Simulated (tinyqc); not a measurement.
Physical sputtering: collision-cascade yield, angular dependence, faceting and resputtering in deposition: one step, computed by the program tinyqc. Command: `OMP_NUM_THREADS=1 python tinyqc.py 3028932 3028933 out.jsonl sputter walk`. One thread of a shared host (Intel(R) Xeon(R) Processor @ 2.30GHz), about 0.01 s of CPU time with the checks.

Ions start collision cascades; atoms that reach the surface with more than U leave. The target is amorphous or fine-grained.

Question. Oblique incidence. Angular law: Y/Y0 = t^f exp(-f cos(a_opt)(t - 1)), t = 1/cos(angle), largest at a_opt. A plane tilted by the angle recedes along the beam at a speed proportional to Y(angle), and along its own normal as Y cos(angle).

Inputs (values chosen for the exercise, modelled on neon ions on titanium):
```
quantity                    value     unit
ion energy E                  140       eV
angular exponent f            1.8        -
angle of the largest yield     60  degrees
angle of incidence             25  degrees
```

yield Y0 = 0.1425063 atoms per ion

Give: Y/Y0 at the angle; yield at the angle; normal speed relative to a flat surface; largest Y/Y0.

Answer.

Y/Y0 at the angle = 1.0877

yield at the angle = 0.15500 atoms per ion

normal speed relative to a flat surface = 0.98576

largest Y/Y0 = 1.4158

Caution: within a few times the threshold, cascades are short and these fits are rough.
